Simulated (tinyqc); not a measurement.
Inside a calculation. Model: straight dislocations in isotropic elasticity: fields, energies, partials, Peierls stress and walls. Computed by tinyqc, a small Python program that keeps every step. Command: `OMP_NUM_THREADS=1 python tinyqc.py 3018992 3018993 out.jsonl disloc walk`. One thread of a shared host (Intel(R) Xeon(R) Processor @ 2.30GHz), about 0.01 s of CPU time with the checks. Intermediate numbers are printed to about 6 digits and carried at full precision; extremes and crossings named in words are read from the listed rows.

The line runs along z, the glide plane is y = 0, and beta is the angle between b and the line (0 screw, 90 degrees edge): b_e = b sin(beta) along +x with the extra half plane at y > 0, b_s = b cos(beta). Stress is positive in tension.

Inputs (values chosen for the exercise, modelled on copper):

| quantity | value | unit |
|---|---|---|
| shear modulus G | 48.9 | GPa |
| Poisson ratio nu | 0.33 | - |
| Burgers vector b | 2.556 | angstrom |
| stacking-fault energy gamma | 45.6 | mJ/m^2 |
| dislocation density rho | 2.3e+14 | 1/m^2 |
| core radius r0/b | 0.5 | - |
| misfit volume of a solute dV | -4.4 | angstrom^3 |
| temperature T | 950 | K |
| unstable fault energy gamma_us | 246 | mJ/m^2 |
| tilt angle theta | 3.7 | degrees |
| source length l | 2200 | nm |

Character: edge.

field point (x, y) (nm): -8.9  7.4

Constants: 1 eV/angstrom^3 = 160.2176634 GPa; k_B = 8.617333262e-05 eV/K.

## Line energy and line tension

Energy factor K = G [cos^2(beta) + sin^2(beta)/(1 - nu)]. E = K b^2/(4 pi) ln(R/r0) with R = 1/(2 sqrt(rho)); tension T = E + d^2E/d(beta)^2 = G b^2 [1 + nu - 3 nu sin^2(beta)]/(4 pi (1 - nu)) ln(R/r0). The core energy is taken into r0.

energy factor K = 72.9851 GPa

ln(R/r0) = 5.55286

line energy E = 13.1508 eV/nm

line tension T = 4.47127 eV/nm

stored energy rho E = 484.608 kJ/m^3

T/E = 0.34: bowing turns parts of the line towards the cheaper screw character, so it is soft.

## Stress at a point

With D = G b_e/(2 pi (1 - nu)), S = G b_s/(2 pi), r^2 = x^2 + y^2: s_xx = -D y (3x^2 + y^2)/r^4, s_yy = D y (x^2 - y^2)/r^4, s_xy = D x (x^2 - y^2)/r^4, s_zz = nu (s_xx + s_yy), s_xz = -S y/r^2, s_yz = S x/r^2. Pressure p = -trace/3.

stress (MPa):
```
          x        y         z
x  -357.927  -35.997     0.000
y   -35.997   29.930     0.000
z     0.000    0.000  -108.239
```

pressure p = 145.412 MPa

The point lies above the glide plane, on the compressed side.

## Force on a second, equal dislocation at that point; binding of a solute

Peach-Koehler force per length on a parallel dislocation with the same b: in the glide plane F_x = s_xy b_e + s_yz b_s, normal to it F_y = -(s_xx b_e + s_xz b_s), which drives climb of the edge part or cross-slip of a screw. A solute with misfit volume dV has the energy p dV, and its dilute concentration is scaled by exp(-p dV/(k_B T)).

glide force F_x = -9.20089 mN/m

normal force F_y = 91.4861 mN/m

solute energy = -3.99339 meV

concentration ratio = 1.04999

Along x the second dislocation is repelled. The undersized solute is enriched here.

## Splitting into partials

Shockley partials have b_p = b/sqrt(3) at the angles beta -/+ 30 degrees; their repulsion balances the fault at d = G b_p^2/(8 pi gamma) (2 - nu)/(1 - nu) [1 - 2 nu cos(2 beta)/(2 - nu)].

partial Burgers vector b_p = 1.47571 angstrom

splitting width d = 3.23136 nm

d/b = 12.6423

Widely split: cross-slip and climb need a constriction first.

## Peierls-Nabarro core of the undissociated dislocation

Misfit energy gamma(u) = (gamma_us/2)(1 - cos(2 pi u/b)), so the largest restoring stress is tau_max = pi gamma_us/b; u(x) = b/2 + (b/pi) arctan(x/zeta), zeta = K b/(4 pi tau_max). Summing the misfit energy over atomic rows a' apart gives, for a wide core, W_P = (K b^2/pi) exp(-2 pi zeta/a') and sigma_P = (K b/a') exp(-2 pi zeta/a'); a' = b/2 for edge and 30-degree lines, b sqrt(3)/2 for screw and 60-degree lines.

tau_max = 3.02360 GPa

half width zeta = 4.90977 angstrom

row spacing a' = 1.278 angstrom

Peierls barrier W_P = 3.11377e-07 meV/nm

Peierls stress sigma_P = 4.79794e-06 MPa

zeta/a' = 3.84 and sigma_P/G = 9.8e-11: the stress falls by a factor e for each a'/(2 pi) of half width. Caution: so small a Peierls stress means only that the model finds negligible lattice resistance; its value is not a prediction.

## Strength from dislocations

Frank-Read source, averaged over the loop: tau = G b/(2 pi l) [(1 - nu/2)/(1 - nu)] ln(l/r0). Taylor hardening: tau = 0.3 G b sqrt(rho).

Frank-Read stress = 10.9911 MPa

Taylor stress = 56.8663 MPa

Of the source, forest and Peierls stresses the largest here is the forest stress. Caution: the source is longer than the mean dislocation spacing 1/sqrt(rho), so the forest would pin it into shorter segments and its stress is only formal.

## Low-angle tilt boundary

A symmetric tilt wall of edge dislocations has the spacing h = b/(2 sin(theta/2)); Read-Shockley: gamma_b = E0 theta (A - ln theta), E0 = G b/(4 pi (1 - nu)), A = 1 + ln(b/(2 pi r0)), theta in radians.

spacing h = 3.95874 nm

boundary energy = 248.788 mJ/m^2

angle of the maximum, exp(A - 1) = 18.2378 degrees

## Character of the line

E = K b^2/(4 pi) ln(R/r0); T = G b^2 [1 + nu - 3 nu sin^2(beta)]/(4 pi (1 - nu)) ln(R/r0).

From screw to edge:

| beta (degrees) | K (GPa) | E (eV/nm) | T (eV/nm) | d (nm) |
|---|---|---|---|---|
| 0 | 48.9000 | 8.8110 | 17.4906 | 1.40072 |
| 15 | 50.5134 | 9.1017 | 16.6184 | 1.52335 |
| 30 | 54.9213 | 9.8960 | 14.2357 | 1.85838 |
| 45 | 60.9425 | 10.9809 | 10.9809 | 2.31604 |
| 60 | 66.9638 | 12.0659 | 7.7261 | 2.77370 |
| 75 | 71.3717 | 12.8601 | 5.3434 | 3.10873 |
| 90 | 72.9851 | 13.1508 | 4.4713 | 3.23136 |

The edge costs 1/(1 - nu) = 1.493 times the screw in energy, yet its tension is only (1 - 2 nu)/(1 + nu) = 0.256 of the screw value, so loops under stress are elongated along b. The edge splits 2.31 times as widely, (2 + nu)/(2 - 3 nu), since there the larger, edge parts of the partials repel with the factor 1/(1 - nu) and the small screw parts attract, while in the screw the roles are exchanged.

Checks made by the program: zero divergence of the stress field, by differences and relative to the size of its gradient (relative difference 2e-10); splitting against the force between the two partials (relative difference below 1e-10).
